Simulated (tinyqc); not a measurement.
Input admittance of a MOSFET at zero drain bias: distributed channel and distributed gate: one step of the calculation.

Source and drain grounded, strong inversion, w = 2 pi f, Cox = eps0 eox/tox. The channel is an RC line of resistance 1/(mu Cox Vo) per square fed from both ends, so one finger has the intrinsic admittance y = i w Cox L tanh(g)/g per width, g = (1/2) sqrt(i w tau), tau = L^2/(mu Vo). The vertical resistance rv/L is in series with y, the overlaps 2 i w Cov in parallel: y_t = 1/(1/y + rv/L) + 2 i w Cov. The gate strip is a line of Rsh/L per length loaded by y_t, so a finger has Y = y_t Wf tanh(k)/k, k = (Wf/sd) sqrt(y_t Rsh/L); the device has Nf Y.

Problem. Low-frequency resistances and capacitance. Low-frequency limits, with c = Cox L and ct = c + 2 Cov: R_strip = Rsh Wf/(3 sd^2 L Nf), R_ch = (c/ct)^2 L/(12 mu Cox Vo Wf Nf), R_vert = (c/ct)^2 rv/(L Wf Nf), C = ct Wf Nf.

Parameters, values chosen for the exercise; values of the order met in silicon radio-frequency transistors:
```
symbol,value,unit,meaning
eox,3.9,,relative permittivity of the gate insulator (close to silicon dioxide)
tox,6.9,nm,insulator thickness
L,1.4,um,channel length
Wf,12,um,finger width
Nf,32,,number of fingers
mu,370,cm^2/(V s),channel mobility
Vo,0.29,V,gate overdrive
Rsh,27,ohm/square,sheet resistance of the gate
rv,5.4,ohm um^2,vertical resistivity of the gate stack
sd,2,,number of ends at which a finger is contacted
Cov,0.16,fF/um,overlap and fringe capacitance on each side
```

Constants: eps0 = 8.8541878128e-14 F/cm where lengths are in cm. Results are converted to the units shown.

Wanted: parts; sum; C; 1/(2 pi R C).

Solution.

parts (ohm): strip 0.6027, channel 5.174, vertical 0.009186
sum = 5.786 ohm
C = 2813 fF
1/(2 pi R C) = 9.777 GHz

The channel term is the largest, 89.4 % of the sum.

Computed by the program tinyqc: `OMP_NUM_THREADS=1 python tinyqc.py 2262120 2262121 out.jsonl`, one thread of a shared Intel Xeon 2.30GHz, about 0.01 s for the whole run.
